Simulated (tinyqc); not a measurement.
Worked calculation: equilibrium and kinetic segregation of a solute to boundaries and growing surfaces. Computed by tinyqc, a small Python program that keeps every step. Command: `OMP_NUM_THREADS=1 python tinyqc.py 3007361 3007362 out.jsonl segreg walk`. One thread of a shared host (Intel(R) Xeon(R) Processor @ 2.30GHz), about 0.01 s of CPU time with the checks. Intermediate numbers are printed to about 6 digits and carried at full precision; extremes and crossings named in words are read from the listed rows.

Inputs (values chosen for the exercise, modelled on arsenic in polycrystalline silicon):
```
quantity                               value          unit
segregation energy Q                   0.449            eV
interaction z w (positive attracts)   -0.014            eV
total solute fraction x0              0.0023             -
temperature T                            950             K
grain size d                              23            nm
boundary thickness delta                0.46            nm
atomic volume Omega                    20.02    angstrom^3
clean boundary energy gamma_0           0.61         J/m^2
bulk diffusivity D                   1.9e-17         m^2/s
anneal time t                           1800             s
exchange barrier E_b                    1.87            eV
surface segregation energy E_s          0.21            eV
growth temperature T_g                   750             K
growth rate                             0.11  monolayers/s
mixing                                   0.3             -
```

Isotherm: Fowler-Guggenheim.

Constants: k_B = 8.617333262e-05 eV/K; 1 eV/angstrom^2 = 16.02176634 J/m^2.

## Coverage for very large grains, by iteration

With theta the solute fraction on boundary sites and x that in the grains, theta/(1 - theta) = [x/(1 - x)] exp[(Q + z w theta)/(k_B T)]. The coverage theta_inf is that for x = x0. Start at theta = 0; theta(new) = theta + mixing (theta(out) - theta); stop below 1e-10, 80 steps at most.

Iteration:
```
step  theta in  theta out     out - in
1     0.000000   0.357121  3.57121e-01
2     0.107136   0.352926  2.45789e-01
3     0.180873   0.350051  1.69178e-01
4     0.231627   0.348079  1.16453e-01
5     0.266562   0.346725  8.01623e-02
6     0.290611   0.345794  5.51827e-02
...        ...        ...          ...
55    0.343741   0.343741  6.26285e-10
56    0.343741   0.343741  4.31152e-10
57    0.343741   0.343741  2.96816e-10
58    0.343741   0.343741  2.04336e-10
59    0.343741   0.343741  1.40670e-10
60    0.343741   0.343741  9.68414e-11
```

coverage theta_inf = 0.343741

last residual = 9.68414e-11

Converged; without interaction theta would be 0.3571.

## Depletion of small grains

Finite grains: boundary sites are the fraction f = 3 delta/d, and x0 = (1 - f) x + f theta; solve both equations for theta; share at boundaries = f theta/x0.

site fraction f = 0.06

coverage theta = 0.0358980

fraction x left in the grains = 1.55449e-04

share of solute at boundaries = 93.6469 %

enrichment theta/x = 230.931

94 % of the solute sits at boundaries; for a dopant that share is electrically lost. The supply limits the coverage, which stays well below theta_inf.

## Boundary energy

Gibbs adsorption for this isotherm in a dilute matrix: gamma = gamma_0 + Gam_0 [k_B T ln(1 - theta) + z w theta^2/2], Gam_0 = delta/Omega sites per area.

Gam_0 = 22.9770 1/nm^2

boundary energy gamma = 0.598949 J/m^2

Segregation lowers gamma by 1.8 %, and the driving force of grain growth with it.

## How fast the boundary fills

McLean kinetics from a uniform start, fed from both sides, with a constant enrichment beta = theta_inf/x0: (theta - x0)/(theta_inf - x0) = 1 - exp(s^2) erfc(s), s = 2 sqrt(D t)/(beta delta); half filling at s = 0.7691, t = (0.7691 beta delta/2)^2/D. D is an input and does not follow T.

s = 5.37999

degree of filling = 0.896857

time to half filling = 36.7854 s

diffusion length sqrt(D t) = 184.932 nm

Caution: sqrt(D t) reaches across the grain, so the semi-infinite solution overstates the filling. Caution: half of theta_inf exceeds the equilibrium coverage of grains of this size, so half filling is never reached in them. Caution: by the time of half filling the diffusion length reaches across the grain, so the real time is longer or half filling is never reached.

## Segregation at a growing surface

Two-state exchange during growth, dilute: jump up r_u = nu exp(-E_b/(k_B T_g)), jump back r_d = r_u exp(-E_s/(k_B T_g)), nu = 1e13 1/s. In the time 1/R of one monolayer the share carried up is p = [r_u/(r_u + r_d)] [1 - exp(-(r_u + r_d)/R)]; the tail decays as p^n, length -1/ln p monolayers; the equilibrium limit has p = r_u/(r_u + r_d).

r_u = 2.71740 1/s

r_d = 0.105442 1/s

share carried up p = 0.962647

decay length = 26.2682 monolayers

Exchange is fast against growth: the equilibrium regime, where heating shortens the tail.

## Tail length against growth temperature

The formulas are those given above.

Exchange model:
```
T_g (K)        r_u/R         p  length (monolayers)  equilibrium limit
581      5.46556e-03  0.005450               0.1919            66.8130
621      6.05987e-02  0.058764               0.3528            51.1126
655      3.71735e-01  0.309155               0.8519            41.7844
689      1.90658e+00  0.835128               5.5503            34.8591
716      6.25256e+00  0.966302              29.1724            30.5682
743      1.88094e+01  0.963732              27.0694            27.0694
783      8.36287e+01  0.957398              22.9696            22.9696
844      6.19832e+02  0.947219              18.4417            18.4417
945      9.67638e+03  0.929483              13.6750            13.6750
```

The length peaks among these rows at 716 K with 29.2 monolayers. Below, exchange freezes (r_u/R = 0.0055 in the first row); above, the length follows the equilibrium limit, about exp(E_s/(k_B T)), down to 13.7.

## Coverage against grain size

The formulas are those given above.

At T:
```
d (nm)     theta  x in the grains  share at boundaries (%)
15      0.023989       0.00010241                  95.9570
30      0.045834       0.00020087                  91.6681
60      0.083677       0.00038428                  83.6766
120     0.140375       0.00069366                  70.1876
250     0.210392       0.00114495                  50.4941
500     0.265885       0.00157049                  31.9062
1000    0.301879       0.00188601                  18.1127
5000    0.334924       0.00220817                   4.0191
```

From the largest grains to the smallest the share at boundaries rises from 4.0 to 96 %, and x/x0 falls to 0.045. In the dilute limit x/x0 = 1/(1 - f + f exp(Q/(k_B T))), which gives 0.043 at 15 nm.

Checks made by the program: mass balance (relative difference below 1e-10).
